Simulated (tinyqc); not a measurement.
Implanted layer, carriers, mobility and sheet resistance: two steps of the calculation.

A p-type layer from the surface x = 0 to the junction xj, N(x) = N0 exp(-(x - Rp)^2/(2 sg^2)). Local neutrality (no depletion at surface or junction, no spilling of carriers), intrinsic carriers neglected, full ionisation of active dopants.

Parameters, values chosen for the exercise; values close to those of boron in silicon over an n-type background:
- T = 500 K (temperature)
- Nb = 2.4e15 cm^-3 (background doping of the opposite type)
- N0 = 1.4e18 cm^-3 (peak chemical concentration)
- m1 = 46.4 cm^2/(V s) (mobility limit at high doping)
- m2 = 482 cm^2/(V s) (mobility limit at low doping, at 300 K)
- Nr = 2.28e17 cm^-3 (reference doping of the mobility law)
- am = 0.719 (exponent of the mobility law)
- bt = 1.8 (temperature exponent of m2)
- Ns = 2.02e20 cm^-3 (solubility limit of active dopant)
- sg = 53 nm (straggle after annealing)
- Rp = 48 nm (projected range)

Constants: q = 1.602176634e-19 C. Results are converted to the units shown.

Task 1. Junction depth and local values. xj = Rp + sg sqrt(2 ln(N0/Nb)); 15 equal steps from 0 to xj. Active dopant A = min(N, Ns); p = A - Nb; mobility mu = m1 + (m2 (T/300 K)^(-bt) - m1)/(1 + ((A + Nb)/Nr)^am).

Give: xj; x; N; A; p; mu.

Result 1.

xj = 237.2 nm

```
point,x (nm),N (cm^-3),A (cm^-3),p (1e18 cm^-3),mu (cm^2/(V s))
0,0.0,9.290e17,9.290e17,0.927,85.27
1,15.8,1.164e18,1.164e18,1.162,80.83
2,31.6,1.335e18,1.335e18,1.332,78.32
3,47.4,1.400e18,1.400e18,1.398,77.47
4,63.2,1.343e18,1.343e18,1.341,78.20
5,79.1,1.179e18,1.179e18,1.177,80.59
6,94.9,9.470e17,9.470e17,0.945,84.88
7,110.7,6.958e17,6.958e17,0.693,91.45
8,126.5,4.677e17,4.677e17,0.465,100.7
9,142.3,2.876e17,2.876e17,0.285,113.0
10,158.1,1.618e17,1.618e17,0.159,127.9
11,173.9,8.328e16,8.328e16,0.081,143.9
12,189.7,3.921e16,3.921e16,0.037,159.0
13,205.5,1.689e16,1.689e16,0.014,171.1
14,221.3,6.657e15,6.657e15,0.004,179.1
15,237.2,2.400e15,2.400e15,0.000,183.6
```

The mobility runs from 77.5 to 184 cm^2/(V s).

Task 2. Sheet quantities by the trapezoid rule. Dose = integral of N, carrier sheet density = integral of p, 1/Rs = q integral of p mu, mean mobility 1/(q Rs sheet density), Hall mobility (unit Hall factor) = integral of p mu^2 over integral of p mu, Hall sheet density = (integral of p mu)^2/integral of p mu^2; all from 0 to xj.

```
point,x (nm),N (cm^-3),p (1e18 cm^-3),mu (cm^2/(V s))
0,0.00000,9.2900782e17,0.9266078,85.267855
1,15.81035,1.1641999e18,1.1617999,80.830645
2,31.62069,1.3347157e18,1.3323157,78.318088
3,47.43104,1.3999193e18,1.3975193,77.472862
4,63.24138,1.3432916e18,1.3408916,78.203639
5,79.05173,1.1792086e18,1.1768086,80.589512
6,94.86208,9.4703062e17,0.9446306,84.876324
7,110.67242,6.9580963e17,0.6934096,91.451043
8,126.48277,4.6770272e17,0.4653027,100.74694
9,142.29312,2.8760895e17,0.2852089,113.00413
10,158.10346,1.6180351e17,0.1594035,127.85421
11,173.91381,8.3277276e16,0.0808773,143.93209
12,189.72415,3.9211922e16,0.0368119,159.03185
13,205.53450,1.6891289e16,0.0144913,171.07032
14,221.34485,6.6567232e15,0.0042567,179.13268
15,237.15519,2.4e15,0.0000000,183.63573
```

Wanted: dose; carrier sheet density; Rs; mean mobility; Hall mobility; Hall sheet density.

Result 2.

dose = 1.517e13 cm^-2
carrier sheet density = 1.511e13 cm^-2
Rs = 4876 ohm/square
mean mobility = 84.71 cm^2/(V s)
Hall mobility = 86.60 cm^2/(V s)
Hall sheet density = 1.478e13 cm^-2

Carriers make up 99.6 % of the dose. A Hall measurement weights the mobile tail, so its sheet density is 2.2 % below the true one.

Numbers from tinyqc (`OMP_NUM_THREADS=1 python tinyqc.py 2110143 2110144 out.jsonl`; about 0.01 s on one thread of a shared Intel Xeon 2.30GHz).
